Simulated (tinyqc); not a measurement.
Potential-pH (Pourbaix) lines of a metal, its cation, its oxide and an oxyanion, with a complexing ligand: one step, computed by the program tinyqc. Command: `OMP_NUM_THREADS=1 python tinyqc.py 3011685 3011686 out.jsonl pourb walk`. One thread of a shared host (Intel(R) Xeon(R) Processor @ 2.30GHz), about 0.02 s of CPU time with the checks.

Potentials are against the standard hydrogen electrode; solids and water have unit activity; dG_f of M, H+ and the electron is zero; F = e N_A and s = R T ln(10)/F. The cation carries z = 2.

Problem. A complexing ligand. M2+ + 2e = M; MO + 2H+ + 2e = M + H2O; MO2(2-) + 4H+ + 2e = M + 2H2O. For each, E0 = -dG/(z F), and E = E0 + (s/z) log10 a - (s n_H/z) pH, with no activity term for the oxide. The free ligand is c_L/(1 + 10^(pKa - pH)) (ligand in excess); dissolved metal is a in all, so the free cation is a/alpha, alpha = 1 + beta [L]; the cation line drops by (s/z) log10 alpha.

Inputs (values chosen for the exercise, for a model metal):
```
quantity                                     value   unit
temperature T                               298.15      K
log10 of the dissolved activity a               -6      -
pH                                              13      -
log10 of the stability constant beta of ML      13      -
pKa of HL                                      7.6      -
total ligand c_L                            0.0011  mol/L
```

Species: M, M2+, MO, MO2(2-).

E0 (V): cation -0.8348419, oxide -0.3889192, oxyanion 0.5149487

s = 0.05915935 V

Give: free ligand; log10 alpha; cation line with ligand; that line less the oxide line.

Solution.

free ligand = 0.001100 mol/L

log10 alpha = 10.04

cation line with ligand = -1.309 V

that line less the oxide line = -0.1514 V
